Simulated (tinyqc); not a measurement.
Comparisons within one model: special k points of the fcc lattice. A value that a table varies takes the place of the one given here.

Lattice vectors in units of a: a1 = (0, 1/2, 1/2), a2 = (1/2, 0, 1/2), a3 = (1/2, 1/2, 0); reciprocal vectors b_i with a_i . b_j = 2 pi delta_ij. Mesh: k = sum_i f_i b_i with f_i = (2 j_i + shift)/(2 N), j_i = 0 .. N-1. The point group of the lattice has 48 operations; only those that map the mesh onto itself are used.

A_m(k) = sum over the m-th star of lattice vectors R of cos(k . R), stars in order of length: m = 1: |R|^2 = 0.5, 12 vectors, such as (1, 0, 0) in the basis a_i; m = 2: |R|^2 = 1, 6 vectors, such as (1, 1, -1) in the basis a_i; m = 3: |R|^2 = 1.5, 24 vectors, such as (2, 0, -1) in the basis a_i; m = 4: |R|^2 = 2, 12 vectors, such as (2, 0, 0) in the basis a_i; m = 5: |R|^2 = 2.5, 24 vectors, such as (2, 1, -1) in the basis a_i; m = 6: |R|^2 = 3, 8 vectors, such as (3, -1, -1) in the basis a_i. The zone mean of every A_m is zero.

Test function, the lower band of a two-band insulator: E(k) = -sqrt(D^2 + (e0 - t A_1(k))^2).

Inputs chosen for the exercise (the lattice of Si, GaAs, Cu and Al; shifted at random, so the results belong to these values and not to a real crystal):
- D = 2.65 eV (half gap term)
- t = 0.29 eV (coupling)
- e0 = 1.37 eV (offset)
- N = 2 (points along each reciprocal vector)
- shift = 1 (half steps)

## Mesh size and shift

Errors of the mean of E against the unshifted mesh with N = 24. The fifth column is |R|^2 of the shortest star with a non-zero mean.

Meshes:
```
mesh,points,irreducible,operations,|R|^2 missed,error (meV)
1 Gamma,1,1,48,0.50,-255.609
1 shifted,1,1,12,1.00,148.622
2 Gamma,8,3,48,2.00,-157.135
2 shifted,8,2,12,4.00,-4.720
3 Gamma,27,4,48,4.50,2.208
3 shifted,27,6,12,9.00,0.216
4 Gamma,64,8,48,8.00,0.382
4 shifted,64,10,12,16.00,-0.012
5 Gamma,125,10,48,12.50,-0.085
5 shifted,125,19,12,>16,0.001
6 Gamma,216,16,48,>16,0.007
6 shifted,216,28,12,>16,0.000
```

reference mean = -3.13181 eV

The shifted mesh has the smaller error for 6 of 6 values of N and the larger for 0. The cheapest mesh within 1 meV is 3 shifted, with 6 irreducible points. A mesh misses the lattice vectors N (n1 a1 + n2 a2 + ...); the half shift gives each the sign (-1)^(n1 + n2 + ...), so the 12 shortest ones add up to 0 in place of 12: they cancel. The shift lowers the symmetry; it leaves more irreducible points for N = 3, 4, 5 and 6; it leaves fewer irreducible points for N = 2.

## Gap and mesh density

D takes the values listed; errors against the unshifted mesh with N = 30, for unshifted meshes.

Errors (meV):
```
D (eV),reference (eV),N = 2,N = 4,N = 6,N = 8
0.2,-1.5685,-340.395,17.521,3.031,-4.050
0.4,-1.6205,-322.112,12.973,2.074,-1.656
0.8,-1.7890,-281.332,5.891,0.799,-0.260
1.5,-2.2212,-221.060,1.632,0.117,-0.014
2.5,-3.0045,-163.619,0.444,0.009,0.000
4.0,-4.3398,-114.422,0.129,0.000,0.000
```

The first listed N from which the error stays below 0.5 meV is none for D = 0.2, none for D = 0.4, 8 for D = 0.8, 6 for D = 1.5, 4 for D = 2.5, 4 for D = 4 eV. A larger D makes the function smoother, so its Fourier coefficients fall faster with |R|.

## One point for the whole zone

The mean-value (Baldereschi) point is taken at k = (2 pi/a) (0.6223, 0.2953, 0), that is f = (0.1477, 0.3111, 0.4588); the reference is the mesh with N = 24.

Single points:
```
point,A_1,A_2,A_3,A_4,E (eV)
Gamma,12.000,6.000,24.000,12.000,-3.3874
mean-value point,0.000,0.000,-4.405,-3.192,-2.9832
zone-face centre b1/2,0.000,-6.000,0.000,12.000,-2.9832
```

reference mean = -3.1318 eV

The mean-value point makes A_1 and A_2 vanish. Its error is +149 meV, against -256 meV at Gamma and +149 meV at b1/2. E is not linear in A_1; its powers hold sums of nearest vectors and a non-zero mean, so this point is not exact. A_1 has the same value at b1/2, and E depends on A_1 alone, so this test cannot tell the two points apart.

## What moves the zone average

Mean of E over the mesh, and its error against the unshifted mesh with N = 24. Each row changes one parameter from the base and keeps the others.

Results:
```
case,mean (eV),error (meV),irreducible points
base,-3.1365,-4.72,2
N = 3,-3.1316,0.22,6
shift = 0,-3.2889,-157.14,3
D = 1.855 eV,-2.4914,-8.15,2
t = 0.377 eV,-3.2461,-13.94,2
```

The largest shifts from the base row, up to three for each result and ties (the steps differ in size, so this ranks the rows, not the parameters). mean (eV): D +0.6451, shift -0.1524, t -0.1096. error (meV): shift -152.41, t -9.22, N +4.94. irreducible points: N +4, shift +1; unchanged at the printed digits by D and t.

Program tinyqc; command `OMP_NUM_THREADS=1 python tinyqc.py 1681765 1681766 out.jsonl`; about 0.2 s on one thread of a shared Intel(R) Xeon(R) Processor @ 2.30GHz.
